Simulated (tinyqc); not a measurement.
Worked calculation: estimate of lattice thermal conductivity from elastic moduli (Slack, Klemens and Cahill formulas). Computed by tinyqc, a small Python program that keeps every step. Command: `OMP_NUM_THREADS=1 python tinyqc.py 3017068 3017069 out.jsonl slack walk`. One thread of a shared host (Intel(R) Xeon(R) Processor @ 2.30GHz), about 0.01 s of CPU time with the checks. Intermediate numbers are printed to about 6 digits and carried at full precision; extremes and crossings named in words are read from the listed rows.

An isotropic solid.

Inputs (values chosen for the exercise, for a model crystal):

| quantity | value | unit |
|---|---|---|
| bulk modulus B | 94.2 | GPa |
| shear modulus G | 56.7 | GPa |
| volume per atom V | 18.7 | angstrom^3 |
| mean atomic mass M | 94.1 | u |
| atoms per primitive cell n | 4 | - |
| temperature T | 400 | K |
| disorder parameter Gamma | 0.00084 | - |
| grain size d | 10000 | nm |

Grueneisen parameter: from the Poisson ratio.

Constants: u = 1.6605390666e-27 kg; hbar = 1.054571817e-34 J s; k_B = 1.380649e-23 J/K; h = 6.62607015e-34 J s.

## Velocities, Poisson ratio and Debye temperature

rho = M/V; vL = sqrt((B + 4G/3)/rho), vT = sqrt(G/rho); v_m = [(vL^-3 + 2 vT^-3)/3]^(-1/3); Poisson ratio sigma = (3B - 2G)/(6B + 2G); Theta = hbar v_m (6 pi^2/V)^(1/3)/k_B.

density rho = 8355.97 kg/m^3

vL = 4507.86 m/s

vT = 2604.91 m/s

v_m = 2891.72 m/s

Poisson ratio sigma = 0.249337

Debye temperature Theta = 324.354 K

## Grueneisen parameter

Empirical rule gamma = (3/2) (1 + sigma)/(2 - 3 sigma).

Grueneisen parameter gamma = 1.49682

## Conductivity of the perfect crystal

Slack, an estimate for T near or above Theta_a: kappa = A M Theta_a^3 delta n^(1/3)/(gamma^2 T) in W/(m K), with M in u, delta = V^(1/3) in angstrom, Theta_a = Theta n^(-1/3) and A = 2.43e-6/(1 - 0.514/gamma + 0.228/gamma^2).

acoustic Debye temperature Theta_a = 204.330 K

A = 3.20424e-06

kappa of the perfect crystal = 12.0933 W/(m K)

## Point defects and grains

High-temperature forms with the classical heat capacity. Klemens: kappa/kappa_0 = arctan(u)/u, u^2 = pi^2 Theta V Gamma kappa_0/(h v_m^2). Grains: 1/kappa_poly = 1/kappa + 1/(C v_m d/3), C = 3 k_B/(n V), the acoustic branches alone.

disorder scale u = 0.331290

kappa with point defects = 11.6779 W/(m K)

grain-boundary limit = 5337.50 W/(m K)

kappa of the polycrystal = 11.6524 W/(m K)

For small u the loss is about u^2/3 = 0.037. Grains remove a further 0 %.

## Minimum conductivity

Cahill minimum: kappa_min = (pi/6)^(1/3) k_B V^(-2/3) sum over L, T, T of v (T/Theta_i)^2 int_0^(Theta_i/T) x^3 e^x/(e^x - 1)^2 dx, Theta_i = Theta v_i/v_m (64 Gauss-Legendre points). Its high-temperature limit is (1/2) (pi/6)^(1/3) k_B V^(-2/3) (vL + 2 vT).

kappa_min = 0.735973 W/(m K)

its high-temperature limit = 0.767458 W/(m K)

kappa_poly/kappa_min = 15.8327

## All estimates against temperature

The formulas are those given above.

Kappa (W/(m K)):

| T (K) | perfect crystal | with point defects | polycrystal | minimum |
|---|---|---|---|---|
| 200 | 24.1867 | 22.6188 | 22.5233 | 0.655448 |
| 300 | 16.1244 | 15.4005 | 15.3562 | 0.713235 |
| 400 | 12.0933 | 11.6779 | 11.6524 | 0.735973 |
| 550 | 8.7951 | 8.5717 | 8.5580 | 0.750472 |
| 750 | 6.4498 | 6.3282 | 6.3207 | 0.758228 |
| 1000 | 4.8373 | 4.7684 | 4.7641 | 0.762238 |
| 1300 | 3.7210 | 3.6800 | 3.6774 | 0.764360 |
| 1700 | 2.8455 | 2.8214 | 2.8199 | 0.765643 |

The perfect crystal follows 1/T. With point defects the exponent runs from -0.95 to -0.99 (the strong-disorder limit is -1/2), and with grains from -0.94 to -0.99. At the highest T it is still 3.7 times the minimum. Rows below Theta_a = 204 K are outside the range of the Slack formula.

Checks made by the program: arctan(u)/u against the Debye integral of 1/(1 + u^2 y^2) (relative difference below 1e-10).
